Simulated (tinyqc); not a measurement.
Donors on two lattice sites with valley-orbit split states: one step. Partition sums of the neutral donor.

Each donor binds at most one electron, in any of its states. For a site s, W_s = sum over its states of g exp(E/kT), and the ionised share is 1/(1 + W_s exp(eta)), eta = (EF - Ec)/kT; n = Nc F_1/2(eta); neutrality n + NA = ND x (mean ionised share, the two sites in equal numbers); holes are neglected. Nc from N = 2 (m kB T/(4 pi c))^(3/2) with c = hbar^2/2m0, in 1/angstrom^3; times 1e24 for 1/cm^3, m = md. F_j(eta) = (1/Gamma(j + 1)) integral_0^infinity x^j dx/(1 + exp(x - eta)), which tends to exp(eta) for eta << 0.

Constants: hbar^2/2m0 = 3.80998211 eV angstrom^2; kB = 8.617333262e-05 eV/K.

Parameters, chosen for this exercise (near those of nitrogen in 4H-SiC; not measured data): md = 0.801 m0 (density-of-states mass of the conduction band); E = (63.1, 56, 114.3, 71.5) meV (binding energies of h ground, h excited, k ground, k excited); g = (2, 4, 2, 4) (their degeneracies with spin); T = 300 K.

Question. Give each term g exp(E/kT), W_s, and the effective degeneracy W_s exp(-E_ground/kT).

Give: Nc; terms; W_s; effective degeneracy.

Answer.

Nc = 1.7990e+19 1/cm^3

terms: h ground 22.96, h excited 34.90, k ground 166.4, k excited 63.56

W_s: h 57.864, k 229.98

effective degeneracy: h 5.039, k 2.764

The ground state alone would give 2 and all states together 6 on each site; here the excited states hold 60 % and 28 % of the bound electrons on the h and k sites.

(tinyqc, `OMP_NUM_THREADS=1 python tinyqc.py 1682129 1682130 out.jsonl`, Intel(R) Xeon(R) Processor @ 2.30GHz, 1 thread, shared host, about 0.01 s.)
